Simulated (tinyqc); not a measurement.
Changing the preheat temperature T0: millisecond and nanosecond annealing: surface heating, thermal budget and solid-phase regrowth. Computed by tinyqc, a small Python program. Command: `OMP_NUM_THREADS=1 python tinyqc.py 3016934 3016935 out.jsonl flash sweep`. One thread of a shared host (Intel(R) Xeon(R) Processor @ 2.30GHz), about 0.03 s of CPU time with the checks.

A square pulse heats the surface of a thick wafer with constant thermal properties; losses by radiation are neglected and silicon melts at 1414 C.

Inputs (values chosen for the exercise, modelled on hot silicon with phosphorus):
```
quantity                      value        unit
incident fluence               0.44      J/cm^2
pulse length t_p            6.5e-08           s
reflectance R                  0.58           -
thermal conductivity k         0.23    W/(cm K)
heat capacity per volume c     2.26  J/(cm^3 K)
dopant prefactor D0             5.6      cm^2/s
dopant activation energy E     3.67          eV
regrowth prefactor v0       5.3e+08        cm/s
regrowth energy E_v            2.68          eV
```

Source: pulsed laser.

Constants: k_B = 8.617333262e-05 eV/K.

Method:
- Absorbed flux q = (1 - R) fluence/t_p; kappa = k/c. With f(z, t) = (2 q/k) sqrt(kappa t) ierfc(z/(2 sqrt(kappa t))), ierfc(x) = exp(-x^2)/sqrt(pi) - x erfc(x): T = T0 + f(z, t) during the pulse and T0 + f(z, t) - f(z, t - t_p) after it.
- At the surface the rise at the end of the pulse is 2 q sqrt(t_p/(pi k c)); the fluence that just melts the surface scales with (1414 - T0).
- Temperatures in kelvin are T(C) + 273.15.
- Integrate exp(-E/(k_B T(t))) at the surface from 0 to 10 t_p (Gauss-Legendre, 60 points in sqrt(t) up to t_p and 60 in sqrt(t - t_p) after it). (Dt) = D0 x integral with E; regrowth = v0 x integral with E_v; effective time = integral/exp(-E/(k_B T_peak)).

One run for each value; columns: (1) preheat temperature T0 (C); (2) peak temperature (C); (3) diffusion length 2 sqrt(Dt) (nm); (4) effective time over t_p; (5) fluence at the melting threshold (J/cm^2):
```
(1)     (2)       (3)      (4)      (5)
25   1159.4  0.001197  0.08014  0.53873
50   1184.4  0.001571  0.08291  0.52904
75   1209.4  0.002044  0.08572  0.51934
100  1234.4  0.002636  0.08858  0.50964
150  1284.4  0.004283  0.09444  0.49025
200  1334.4  0.006760  0.10049  0.47086
250  1384.4  0.010389  0.10674  0.45146
```

Over the rows, peak temperature (C) rises from 1160 to 1380; diffusion length 2 sqrt(Dt) (nm) rises from 0.00120 to 0.0104; effective time over t_p rises from 0.0801 to 0.107. At fixed fluence the rise is fixed, so the peak follows T0 one to one and the diffusion length follows it exponentially.

Caution (all rows): cold silicon conducts heat several times better than the constant k used here, so the real melting fluence is higher. Caution (all rows): equilibrium diffusivities are used; implant damage enhances diffusion, and k and c vary with temperature. Caution (all rows): a diffusion length below the atomic spacing of 0.235 nm means about one jump per atom or fewer, so the profile does not change measurably.

Extremes, crossings and ranges named in words are read from the listed rows.
